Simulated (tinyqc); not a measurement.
Bandgap voltage reference from two bipolar transistors: two steps of the calculation.

Two transistors of area 1 and N carry the same current I. Is(T) = Is (T/T0)^eta exp[(Vg0 q/kB)(1/T0 - 1/T)], VBE1 = Vt ln(I/Is(T)) + I rb, VBE2 = Vt ln(I/(N Is(T))) + I rb/N. The amplifier forces I R1(T) = VBE1 - VBE2 + Vos, with R(T) = R (1 + tc (T - T0)) for both resistors, and the output is Vref = VBE1 + I R2(T). Base currents and the Early effect are neglected.

Inputs (values chosen for the exercise); values of the order met in silicon bipolar transistors:
```
symbol    value   unit                                                   meaning
T0          323      K                                     reference temperature
Vg0       1.167      V                      band-gap voltage extrapolated to 0 K
eta         3.7                   temperature exponent of the saturation current
Is      1.1e-18      A           saturation current of the unit transistor at T0
N            15                              area ratio of the second transistor
R1            3   kohm  resistor across which the difference of VBE falls, at T0
tc            0  ppm/K                 temperature coefficient of both resistors
Vos         0.2     mV                                   offset of the amplifier
rb           24    ohm                  series resistance of the unit transistor
R2        14.45   kohm                                     output resistor at T0
```

Constants: q = 1.602176634e-19 C, kB = 1.380649e-23 J/K. Results are converted to the units shown.

Problem 1. Operating point at the reference temperature. Vt = kB T/q; I = (Vt ln N + Vos)/(R1(T) - rb (1 - 1/N)). Evaluate at T = T0.

Wanted: Vt; I; Is(T); VBE1; I R2; Vref.

Solution 1.

Vt = 0.02783 V
I = 25.38 uA
Is(T) = 1.100e-18 A
VBE1 = 0.8571 V
I R2 = 0.3668 V
Vref = 1.224 V

Problem 2. Resistor for zero slope at T0, ideal case. With tc = 0, Vos = 0 and rb = 0 the current is proportional to T, dVBE/dT = (VBE - Vg0 - (eta - 1) Vt)/T, and Vref has zero slope at T0 when Vref = Vg0 + (eta - 1) Vt0. Find VBE1, its slope, that Vref, R2/R1 and the curvature d2Vref/dT2 = -(eta - 1) kB/(q T0).

Find: VBE1; dVBE/dT; Vref; R2/R1; curvature.

Solution 2.

VBE1 = 0.85616 V
dVBE/dT = -1.1950 mV/K
Vref = 1.2422 V
R2/R1 = 5.1209
curvature = -0.72033 uV/K^2

Computed by the program tinyqc: `OMP_NUM_THREADS=1 python tinyqc.py 2062086 2062087 out.jsonl`, one thread of a shared Intel Xeon 2.30GHz, about 0.02 s for the whole run.
